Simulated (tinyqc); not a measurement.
Sp3 tight binding, zinc-blende lattice, step by step. One step of it, computed by the program tinyqc.

Question. Bloch Hamiltonian at G. Slater-Koster rules over the four bonds with direction cosines (l, m, n): ss V_ss; s-px l V_sp; px-s -l V_sp; px-px l^2 V_pps + (1 - l^2) V_ppp; px-py l m (V_pps - V_ppp); each times exp(i k.d).

Parameters chosen for this model: zinc-blende lattice, anion at 0, cation at a/4 (1,1,1); V = eta hbar^2 / (m d^2), hbar^2/m = 7.619964 eV angstrom^2:

| parameter | value | unit |
|---|---|---|
| a | 5.960000 | angstrom |
| d | 2.580756 | angstrom |
| Es anion | -11.090000 | eV |
| Ep anion | -7.310000 | eV |
| Es cation | -11.090000 | eV |
| Ep cation | -7.310000 | eV |
| eta ss | -1.320000 |  |
| eta sp | 1.420000 |  |
| eta pp sigma | 2.220000 |  |
| eta pp pi | -0.630000 |  |
| V ss | -1.510195 | eV |
| V sp | 1.624604 | eV |
| V pp sigma | 2.539874 | eV |
| V pp pi | -0.720775 | eV |

k point G (2 pi / a): 0  0  0

Give: H(k) at G.

Answer.

H(k) at G (eV), lower triangle:
```
          a s    a px    a py    a pz      c s    c px    c py    c pz
a s   -11.090
a px    0.000  -7.310
a py    0.000   0.000  -7.310
a pz    0.000   0.000   0.000  -7.310
c s    -6.041   0.000   0.000   0.000  -11.090
c px    0.000   1.464   0.000   0.000    0.000  -7.310
c py    0.000   0.000   1.464   0.000    0.000   0.000  -7.310
c pz    0.000   0.000   0.000   1.464    0.000   0.000   0.000  -7.310
```
